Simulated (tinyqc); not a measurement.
Inside a calculation. Model: AlGaN/GaN HEMT with access regions, lumped model.

Numbers from tinyqc (`OMP_NUM_THREADS=1 python tinyqc.py 2570135 2570136 out.jsonl`; about 0.03 s on one thread of a shared Intel Xeon 2.30GHz). Printed values are rounded.

A polarisation-induced electron sheet under a Schottky gate, in series with two ungated access regions and contacts. Drift law v = mu E/(1 + mu E/vs) under the gate. Currents in mA/mm, resistances in ohm mm. No self-heating, no channel-length modulation; fits for polarisation, barrier and offset are chosen for the exercise.

Values chosen for this exercise; values close to those of AlGaN/GaN structures:
- x = 0.33 (aluminium share of the barrier)
- d = 12 nm (barrier thickness)
- eps_r = 9 (relative permittivity of barrier and channel)
- mu = 1400 cm^2/(V s) (channel mobility)
- vs = 1.2e7 cm/s (saturation velocity)
- Lg = 0.15 um (gate length)
- Ls = 1.5 um (source access length)
- Ld = 12 um (drain access length)
- Rc = 0.45 ohm mm (resistance of each contact)
- ft = 0 (share of the drain-access electrons removed by traps)
- Vg = 0 V (gate voltage)
- Ec = 2.7 MV/cm (critical field)
- te = 0.5 um (depth over which the depleted charge spreads)
- tf = 50 nm (insulator under the field plate)
- ei = 7.5 (relative permittivity of that insulator)

Constants: q = 1.602176634e-19 C, eps0 = 8.8541878128e-14 F/cm where lengths are in cm. Results are converted to the units shown.

## Polarisation charge, threshold and sheet resistance

sigma = (5e13 x + 1.6e13 x^2) cm^-2, phiB = 0.84 + 1.3 x, dEc = 0.7 (1.71 x + x^2) in volts, Cb = eps0 eps_r/d, VT = phiB - dEc - q sigma/Cb, access density n0 = -Cb VT/q. Rsh = 1/(q mu n0); largest access current q n0 vs.

sigma = 1.82424e13 cm^-2
Cb = 0.664064 uF/cm^2
VT = -3.60355 V
n0 = 1.49359e13 cm^-2
Rsh = 298.491 ohm
q n0 vs = 2871.59 mA/mm

## On-resistance and breakdown

sigma = (5e13 x + 1.6e13 x^2) cm^-2, phiB = 0.84 + 1.3 x, dEc = 0.7 (1.71 x + x^2) in volts, Cb = eps0 eps_r/d, VT = phiB - dEc - q sigma/Cb, access density n0 = -Cb VT/q. Ron = 2 Rc + Ls/(q mu n0) + Ld/(q mu (1 - ft) n0) + Lg/(mu Cb (Vg - VT)). Off state: a depleted stretch that holds the voltage V has the peak field sqrt(k V), k = 2 q n0/(eps0 eps_r te), so one edge holds V1 = Ec^2/k. The sheet under the plate pinches off at Vf = q n0 (1/Cb + tf/(eps0 ei)); beyond it the gate edge is screened. BV = V1 if Vf >= V1, else Vf + V1, and at most Ec Ld. Specific resistance Ron (Ls + Lg + Ld); figure of merit BV^2 over it.

Ron = 4.97440 ohm mm
Vf = 21.6213 V
V1 = 60.6901 V
BV = 82.3114 V
specific resistance = 0.679005 mohm cm^2
figure of merit = 9.97808 MW/cm^2

The plate raises BV by a factor of 1.36.
